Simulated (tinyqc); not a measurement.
Polytypes and stacking faults of a tetrahedral semiconductor in an axial Ising model with couplings up to third neighbours: one step, computed by the program tinyqc. Command: `OMP_NUM_THREADS=1 python tinyqc.py 3021690 3021691 out.jsonl polytype walk`. One thread of a shared host (Intel(R) Xeon(R) Processor @ 2.30GHz), about 0.01 s of CPU time with the checks.

Each double layer has s = +1 or -1 for the sense of its stacking step; E per pair of atoms = E0 - sum_n J_n <s_i s_(i+n)>, n = 1, 2, 3. Hexagonality h = (1 - <s_i s_(i+1)>)/2.

Question. Stacking-fault energies. Faults in 2H: the sequences I1 (+), I2 (++), E (+++) are put between perfect repeats; k_n = (layers x C_n of the host) - sum_i s_i s_(i+n). gamma = sum k_n J_n/A, A = (sqrt 3/2) a^2; 1 meV/angstrom^2 = 16.02177 mJ/m^2.

Inputs (values chosen for the exercise, of the order of those of GaN for J, a, G and the gaps):

| quantity | value | unit |
|---|---|---|
| J1 | -5.4 | meV/pair |
| J2 | -0.443 | meV/pair |
| J3 | 0.15 | meV/pair |
| basal lattice constant a | 3.19 | angstrom |

Host polytype: 2H.

fault coefficients k_n:
```
    J1  J2  J3
I1  -2   4  -6
I2  -4   4  -4
E   -6   4  -6
```

Constants: 1 eV/angstrom^2 = 16.02176634 J/m^2.

Give: gamma; energy of the glide fault, I2.

Answer.

gamma (mJ/m^2): I1 14.78, I2 34.96, E 54.05

energy of the glide fault, I2 = 34.96 mJ/m^2

The cheapest is the I1 fault.
